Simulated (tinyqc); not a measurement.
Plane-wave Kohn-Sham cycle with exchange-only LDA in a layered model solid, step by step. One step of it, computed by the program tinyqc.

Problem. Iteration 1: levels at that k. Diagonalise the Hermitian matrix.

H (hartree), lower triangle:
```
,-2,-1,+0,+1,+2
-2,0.011127
-1,-0.155000,-0.144624
+0,0.000000,-0.155000,-0.175774
+1,0.000000,0.000000,-0.155000,-0.082324
+2,0.000000,0.000000,0.000000,-0.155000,0.135727
```

Give: eigenvalues.

Solution.

eigenvalues (hartree): -0.393  -0.203  -0.026  0.132  0.235
